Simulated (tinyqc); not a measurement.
Chemical shift by three methods: effective-mass impurity with a central-cell term, in a basis of Slater functions. Computed by tinyqc, a small Python program. Command: `OMP_NUM_THREADS=1 python tinyqc.py 3020158 3020159 out.jsonl centralcell walk`. One thread of a shared host (Intel(R) Xeon(R) Processor @ 2.30GHz), about 0.01 s of CPU time with the checks.

The envelope obeys H = -nabla^2 - (2/r) [Z + A exp(-kappa r)] in effective units, with kappa = a*/lambda; positive A deepens the well near the core.

Inputs (values chosen for the exercise, with mass and screening modelled on GaAs): effective mass m = 0.0695 m_0; dielectric constant eps = 12.9; charge Z of the core = 2; central-cell strength A = -15; central-cell range lambda = 2 angstrom.

Impurity: donor, one isotropic band.

Constants: Ry = 13.605693123 eV; a_0 = 0.529177210903 angstrom.

Method:
- Units: Ry* = Ry m/eps^2 and a* = a_0 eps/m, with m in m_0.
- kappa = a*/lambda; the hydrogenic ground state is bound by Z^2 Ry*.
- For s functions exp(-zeta r), with s = zeta_i + zeta_j: S = 2/s^3, T = zeta_i zeta_j S, V = -2 Z/s^2, W = -2 A/(s + kappa)^2; each function is normalised by dividing by sqrt(S_ii S_jj).
- Large basis: zeta_i = 0.06 x 1.6^(i-1), i = 1..22, same formulas; for p functions r exp(-zeta r): S = 24/s^5, T = zeta_i zeta_j S (centrifugal term included), V = -12 Z/s^4, W = -12 A/(s + kappa)^4; overlap eigenvalues below 1e-11 are dropped.
- First order: shift = 8 A Z^3/(2 Z + kappa)^2 Ry*. One exponent: minimise zeta^2 - 2 Z zeta - 8 A zeta^3/(2 zeta + kappa)^2 by golden section on 0.2 to 6 Z. All shifts are the binding beyond Z^2 Ry*.

kappa = 49.1107 1/a*

Ry* = 5.68232 meV

hydrogenic binding energy = 22.7293 meV

Shift of the 1s binding energy (meV):
```
A       first order  one exponent  large basis
15.00        1.9339        2.3654       3.4603
7.50         0.9669        1.0609       1.2378
-1.50       -0.1934       -0.1901      -0.1854
-3.75       -0.4835       -0.4637      -0.4365
-7.50       -0.9669       -0.8916      -0.7965
-15.00      -1.9339       -1.6586      -1.3587
-18.80      -2.4238       -2.0093      -1.5866
```

What does the comparison show, and why?

The three columns are ordered, first order <= one exponent <= large basis, since each is a variational bound with more freedom. At the largest attractive A first order gives 56 % and one exponent 68 % of the shift; at the most repulsive A the true shift is -1.587 meV against -2.424. Attraction pulls the envelope in and feeds itself, repulsion pushes it out and saturates.

Extremes, crossings and ranges named in words are read from the listed rows.
